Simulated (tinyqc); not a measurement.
Single-band model of a thermoelectric material: one step, computed by the program tinyqc. Command: `OMP_NUM_THREADS=1 python tinyqc.py 3006892 3006893 out.jsonl thermo walk`. One thread of a shared host (Intel(R) Xeon(R) Processor @ 2.30GHz), about 0.01 s of CPU time with the checks.

One spherical band, one scattering law, no minority carriers and no phonon drag. In a real material minority carriers limit |S| to about E_g/(2 e T), so larger values are formal. eta = E_F/(k_B T) is counted from the band edge; f = 1/(1 + exp(x - eta)).

Problem. Limiting formulas for the Seebeck coefficient. Classical: |S| = (k_B/e)[r + 5/2 - ln(n/N_c)], N_c = (3 sqrt(pi)/4) N_0. Degenerate (Mott): |S| = (pi^2/3)(k_B/e)(r + 3/2)/eta_F, eta_F = (n/N_0)^(2/3).

Inputs (values chosen for the exercise, modelled on p-type SnSe): carrier density n = 1.6e+20 1/cm^3; temperature T = 420 K.

Band: parabolic. Scattering: acoustic phonons, r = -0.5.

Seebeck coefficient |S| = 90.13981 microvolt/K

N_0 = 2.895431e+19 1/cm^3

Constants: k_B = 8.617333262e-05 eV/K.

Give: Seebeck coefficients.

Solution.

Seebeck coefficients:
```
formula        |S| (microvolt/K)  deviation (%)
full integral              90.14           0.00
classical                  49.57         -45.01
degenerate                 90.70           0.62
```
